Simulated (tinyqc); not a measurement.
Worked calculation (part 2 of 2): RHF in the sto-3g basis, for H6, spin multiplicity 1. Computed by tinyqc, a small Python program that keeps every step (integrals from PySCF). Command: `OMP_NUM_THREADS=1 python tinyqc.py 21985 21986 out.jsonl` (the two numbers bound the seeds that draw the settings). One thread of a shared host (Intel(R) Xeon(R) Processor @ 2.60GHz), about 0.1 s of CPU time with the checks.

Geometry (angstrom):
```
atom         x         y         z
H     0.000000  0.000000  0.000000
H     0.000000  0.000000  0.721000
H     0.000000  0.000000  2.385000
H     0.000000  0.000000  3.105000
H     0.000000  0.000000  4.770000
H     0.000000  0.000000  5.490000
```

## Iteration 4: DIIS over 4 matrices

error matrix X^T (FDS - SDF) X:
```
           1          2          3          4          5          6
1   0.000000   0.000070  -0.000654   0.000005   0.000050   0.000000
2  -0.000070   0.000000  -0.000011   0.000657   0.000000  -0.000050
3   0.000654   0.000011   0.000000   0.000000  -0.000656  -0.000005
4  -0.000005  -0.000657   0.000000   0.000000   0.000011   0.000652
5  -0.000050   0.000000   0.000656  -0.000011   0.000000  -0.000069
6   0.000000   0.000050   0.000005  -0.000652   0.000069   0.000000
```

B (overlaps of the stored error matrices), lower triangle:
```
               1              2              3              4
1  7.2628305e-03
2  6.6002379e-03  6.8031417e-03
3  2.4017494e-03  2.4928165e-03  9.1548539e-04
4  1.4748740e-04  1.5234608e-04  5.6115317e-05  3.4590258e-06
```

Minimise |sum c_i e_i|^2 with sum c_i = 1: solve [B -1; -1 0][c; lambda] = [0; -1] with B_ij = tr e_i^T e_j, and take F = sum c_i F_i.

DIIS coefficients: -0.003247  0.046564  -0.188465  1.145148

extrapolated F (hartree), lower triangle:
```
           1H 1s      2H 1s      3H 1s      4H 1s      5H 1s      6H 1s
1H 1s  -0.379257
2H 1s  -0.606881  -0.392113
3H 1s  -0.074529  -0.159187  -0.394645
4H 1s  -0.015664  -0.074603  -0.610434  -0.394604
5H 1s   0.000044  -0.003275  -0.074469  -0.158951  -0.392665
6H 1s  -0.000604   0.000042  -0.015675  -0.074502  -0.607378  -0.379855
```

## Iteration 4: diagonalisation and new density

X, lower triangle:
```
           1H 1s      2H 1s      3H 1s      4H 1s      5H 1s     6H 1s
1H 1s   1.264330
2H 1s  -0.497355   1.289870
3H 1s   0.045583  -0.156751   1.295066
4H 1s  -0.015672   0.046288  -0.509078   1.294995
5H 1s   0.001086  -0.002882   0.046263  -0.156591   1.290616
6H 1s  -0.000372   0.001088  -0.015684   0.045590  -0.498301  1.265132
```

Diagonalise F' = X^T F X, C = X C', fill 3 alpha and 3 beta electrons from the bottom; D = 2 C_occ C_occ^T. Each column has its largest component positive (the first on a tie).

F' = X^T F X (hartree), lower triangle:
```
           1          2          3          4          5         6
1   0.058033
2  -0.652606   0.075337
3   0.054237  -0.166693   0.081651
4  -0.017887   0.055316  -0.667331   0.081607
5   0.002256  -0.004314   0.055289  -0.166481   0.075623
6  -0.001762   0.002260  -0.017924   0.054236  -0.653350  0.058365
```

orbital energies (hartree): MO1 -0.642887, MO2 -0.593742, MO3 -0.538162, MO4 0.532562, MO5 0.722950, MO6 0.949894

coefficients C:
```
            MO1        MO2        MO3        MO4        MO5        MO6
1H 1s  0.230657  -0.380353  -0.320965   0.641685  -0.874910  -0.608360
2H 1s  0.258986  -0.388578  -0.288761  -0.539183   0.898221   0.734085
3H 1s  0.373700  -0.032134   0.403073  -0.770321  -0.117798  -1.027116
4H 1s  0.373746   0.027859   0.403353   0.770921  -0.111530   1.027252
5H 1s  0.260617   0.389320  -0.286085   0.535866   0.899562  -0.736861
6H 1s  0.232320   0.381423  -0.318286  -0.638308  -0.877087   0.611318
```

D after iteration 4, lower triangle:
```
           1H 1s      2H 1s      3H 1s      4H 1s     5H 1s     6H 1s
1H 1s   0.601779
2H 1s   0.600432   0.602899
3H 1s  -0.061907  -0.014244   0.606304
4H 1s  -0.107702  -0.061006   0.602708   0.606312
5H 1s   0.007715  -0.002350  -0.060862  -0.014286  0.602671
6H 1s   0.021339   0.007727  -0.107463  -0.061854  0.600197  0.601523
```

## Iteration 7 (converged): orbitals

converged F (hartree), lower triangle:
```
           1H 1s      2H 1s      3H 1s      4H 1s      5H 1s      6H 1s
1H 1s  -0.379117
2H 1s  -0.606683  -0.391987
3H 1s  -0.074586  -0.159263  -0.394514
4H 1s  -0.015730  -0.074660  -0.610244  -0.394473
5H 1s   0.000037  -0.003288  -0.074526  -0.159028  -0.392538
6H 1s  -0.000604   0.000035  -0.015741  -0.074559  -0.607180  -0.379714
```

As before.

F' = X^T F X (hartree), lower triangle:
```
           1          2          3          4          5         6
1   0.058040
2  -0.652404   0.075348
3   0.054196  -0.166769   0.081672
4  -0.017926   0.055275  -0.667136   0.081628
5   0.002255  -0.004316   0.055249  -0.166558   0.075634
6  -0.001759   0.002259  -0.017963   0.054195  -0.653149  0.058371
```

orbital energies (hartree): MO1 -0.642816, MO2 -0.593538, MO3 -0.537815, MO4 0.532356, MO5 0.722766, MO6 0.949739

coefficients C:
```
            MO1        MO2        MO3        MO4        MO5        MO6
1H 1s  0.230665  -0.380350  -0.320977   0.641714  -0.874902  -0.608332
2H 1s  0.259035  -0.388577  -0.288699  -0.539190   0.898226   0.734081
3H 1s  0.373661  -0.032185   0.403101  -0.770292  -0.117823  -1.027136
4H 1s  0.373707   0.027917   0.403382   0.770892  -0.111555   1.027272
5H 1s  0.260663   0.389316  -0.286028   0.535873   0.899567  -0.736858
6H 1s  0.232325   0.381417  -0.318303  -0.638337  -0.877080   0.611290
```

D after iteration 7, lower triangle:
```
           1H 1s      2H 1s      3H 1s      4H 1s     5H 1s     6H 1s
1H 1s   0.601798
2H 1s   0.600423   0.602877
3H 1s  -0.061908  -0.014155   0.606298
4H 1s  -0.107787  -0.061001   0.602690   0.606307
5H 1s   0.007716  -0.002365  -0.060857  -0.014196  0.602649
6H 1s   0.021371   0.007728  -0.107547  -0.061856  0.600188  0.601541
```

## Convergence

Stop when the energy changes by less than 1e-09 hartree and every element of the error matrix X^T (F D S - S D F) X is below 9e-06.

Course of the cycle:
```
iteration  E (hartree)     change  largest element of the error matrix
1          -2.42936427          -                             2.88e-02
2          -3.33902575  -9.10e-01                             2.86e-02
3          -3.34042050  -1.39e-03                             1.06e-02
4          -3.34063704  -2.17e-04                             6.57e-04
5          -3.34063785  -8.08e-07                             6.68e-05
6          -3.34063786  -8.68e-09                             2.61e-06
7          -3.34063786  -1.32e-11                             1.61e-07
```

PySCF RHF in the same basis = -3.34063786 hartree

Converged in 7 iterations.

## Populations, bond orders and dipole

overlap S, lower triangle:
```
          1H 1s     2H 1s     3H 1s     4H 1s     5H 1s     6H 1s
1H 1s  1.000000
2H 1s  0.672317  1.000000
3H 1s  0.061247  0.201945  1.000000
4H 1s  0.014594  0.061359  0.672973  1.000000
5H 1s  0.000215  0.001561  0.061247  0.201642  1.000000
6H 1s  0.000023  0.000215  0.014594  0.061247  0.672973  1.000000
```

Mulliken: Z minus the diagonal of D S on the atom; Loewdin: the same with S^(1/2) D S^(1/2); Mayer order: 2 sum_s sum (D(s) S)_ij (D(s) S)_ji over the two atoms.

Charges (e):
```
atom   Mulliken    Loewdin
1H    -0.000110  -0.003856
2H     0.000052   0.003779
3H     0.000055   0.000084
4H     0.000066   0.000067
5H     0.000033   0.003764
6H    -0.000095  -0.003838
```

Mayer bond orders:
```
pair      order
2-1    0.989857
3-1   -0.000624
3-2    0.010692
4-1    0.010403
4-2   -0.000630
4-3    0.980207
5-1   -0.000006
5-2    0.000086
5-3   -0.000628
5-4    0.010642
6-1    0.000369
6-2   -0.000005
6-3    0.010353
6-4   -0.000623
6-5    0.989906
```

dipole moment about the origin, x y z (debye): 0.000000  0.000000  0.000029
